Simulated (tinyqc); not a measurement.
Worked calculation: Bloch-Grueneisen resistivity of a metal. Computed by tinyqc, a small Python program that keeps every step. Command: `OMP_NUM_THREADS=1 python tinyqc.py 3001385 3001386 out.jsonl bg walk`. One thread of a shared host (Intel(R) Xeon(R) Processor @ 2.30GHz), about 0.01 s of CPU time with the checks. Intermediate numbers are printed to about 5 digits and carried at full precision; extremes and crossings named in words are read from the listed rows.

Electrons scatter from a Debye spectrum of phonons (n = 5 for scattering within one band, n = 3 for scattering into a second, heavy band) and from static defects.

Inputs (values chosen for the exercise, modelled on silver):
```
quantity                      value         unit
exponent n                        5            -
Debye temperature Theta         216            K
transport coupling lambda_tr   0.12            -
Drude plasma energy hbar w_p    9.1           eV
residual resistivity rho_0    0.046  microohm cm
temperature T                   600            K
```

Addition: none.

Constants: k_B = 1.380649e-23 J/K; hbar = 1.054571817e-34 J s; eps_0 = 8.8541878128e-12 F/m; hbar = 6.582119569e-16 eV s; k_B = 8.617333262e-05 eV/K.

## Scale of the phonon resistivity

rho_ph = (n - 1) rho_1 (T/Theta)^n J_n(Theta/T), with rho_1 = 2 pi lambda_tr k_B Theta/(hbar eps_0 w_p^2), the high-temperature line at T = Theta.

rho_1 = 1.2599 microohm cm

## The integral and the phonon part

J_n(y) = int_0^y x^n e^x/(e^x - 1)^2 dx, by 96 Gauss-Legendre points (upper limit at most 60).

Theta/T = 0.36

J_n = 0.0041690

phonon resistivity rho_ph = 3.4745 microohm cm

This is 99.3 % of the straight line rho_1 T/Theta.

## Total resistivity and derived numbers

Matthiessen's rule: rho = rho_0 + rho_ph. Temperature coefficient (1/rho) d rho/dT by a central difference of +/- 0.5 K; residual ratio rho(295 K)/rho(4.2 K); scattering time tau = 1/(eps_0 w_p^2 rho); Wiedemann-Franz kappa = L_0 T/rho, L_0 = (pi^2/3)(k_B/e)^2.

resistivity rho = 3.5205 microohm cm

temperature coefficient = 1.6685 1e-3/K

residual resistance ratio = 37.312

scattering time = 16.784 fs

Wiedemann-Franz conductivity = 416.36 W/(m K)

The coefficient is 1.00 times 1/T.

## Limits of the phonon part

Low T: (n - 1) n! zeta(n) rho_1 (T/Theta)^n. High T: rho_1 (T/Theta) [1 - (n - 1)/(12 (n + 1)) (Theta/T)^2].

Resistivities (microohm cm):
```
T (K)      rho_ph   low-T law  straight line  line with correction  total rho
6.5    1.5474e-05  1.5474e-05         0.0379                     -     0.0460
11.0   2.1477e-04  2.1479e-04         0.0642                     -     0.0462
17.0   1.8699e-03  1.8936e-03         0.0992                     -     0.0479
26.0   1.3329e-02  1.5846e-02         0.1516                     -     0.0593
43.0   7.9978e-02  1.9606e-01         0.2508                     -     0.1260
76.0   2.9213e-01  3.3815e+00         0.4433                0.2444     0.3381
110.0  5.2184e-01  2.1479e+01         0.6416                0.5042     0.5678
170.0  9.0774e-01  1.8936e+02         0.9916                0.9026     0.9537
260.0  1.4598e+00  1.5846e+03         1.5165                1.4583     1.5058
430.0  2.4732e+00  1.9606e+04         2.5081                2.4729     2.5192
```

The low-T law holds to 10 % up to 17 K, the straight line from 170 K on. The local exponent of rho_ph falls from 5.00 to 1.05. Phonons overtake the residual resistivity between 26.0 and 43.0 K.

Checks made by the program: J_n at large argument against n! zeta(n) (relative difference below 1e-10).
